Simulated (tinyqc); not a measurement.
Strained alloy layer of InP and GaP on (001) GaAs, model-solid band line-up: one step of the calculation.

The layer is x parts of the first compound and 1 - x of the second, grown coherently on the third as substrate and barrier. Rows of the table: lattice constant a, average valence level Ea on an absolute scale, spin-orbit splitting so, gaps at Gamma, X and L, hydrostatic deformation potentials av and ac (Gamma), shear potential b, elastic constants, electron and heavy-hole (along z) masses. All are interpolated linearly in x; gaps get -C x (1 - x), taken wholly in the conduction band; real line-ups can differ from this model by 0.1 eV or more.

Problem. Band edges and offsets. In-plane strain e = (a_substrate - a)/a, e_z = -2 (c12/c11) e, volume change 2 e + e_z. With v = 2 e + e_z and d = 2 b (e_z - e): Eav = Ea + av v; E_hh = Eav + so/3 - d/2; E_lh = Eav - so/6 + d/4 + sqrt(so^2 + so d + 9 d^2/4)/2; E_c = Ea + so/3 + EG + ac v (Gamma). Substrate: E_v = Ea + so/3, E_c = E_v + EG. Well depths: dEc = E_c(substrate) - E_c, dEhh = E_hh - E_v(substrate), dElh likewise; strained Gamma gap E_c - max(E_hh, E_lh); positive values confine carriers in the layer.

Inputs (values chosen for the exercise):
- x = 0.4 (fraction of the first compound in the layer)
- CG = 0.65 eV (bowing of the Gamma gap)
- CX = 0.2 eV (bowing of the X gap)
- CL = 1.03 eV (bowing of the L gap)

Binary compounds, values chosen for the exercise:
```
              close to InP  close to GaP  close to GaAs
a (angstrom)         5.869         5.451          5.653
Ea (eV)              -7.04          -7.4          -6.92
so (eV)               0.11        0.0809          0.343
EG (eV)               1.36          2.79           1.43
EX (eV)                2.2          2.24            1.9
EL (eV)               1.94          2.58            1.7
av (eV)               1.26          1.68           1.15
ac (eV)              -5.04         -7.12          -7.16
b (eV)               -1.67         -1.82           -1.7
c11 (GPa)              101           140            120
c12 (GPa)             56.8          61.2           54.4
me (m0)             0.0808         0.131         0.0661
mh (m0)              0.531         0.325          0.352
```

Find: d; E_hh; E_lh; E_c; strained Gamma gap; dEc; dEhh; dElh.

Solution.

d = 0.042639 eV
E_hh = -7.2367 eV
E_lh = -7.1866 eV
E_c = -5.2038 eV
strained Gamma gap = 1.9827 eV
dEc = -0.17184 eV
dEhh = -0.43103 eV
dElh = -0.38089 eV

The light-hole band lies on top, by 50.1 meV. At Gamma the line-up is type I, the layer is a barrier for both carriers.

Range of the model: The X or L gap of the relaxed alloy lies near or below the Gamma gap, so the Gamma edge computed here may not be the lowest conduction edge.

Numbers from tinyqc (`OMP_NUM_THREADS=1 python tinyqc.py 2690129 2690130 out.jsonl`; about 0.01 s on one thread of a shared Intel Xeon 2.30GHz).
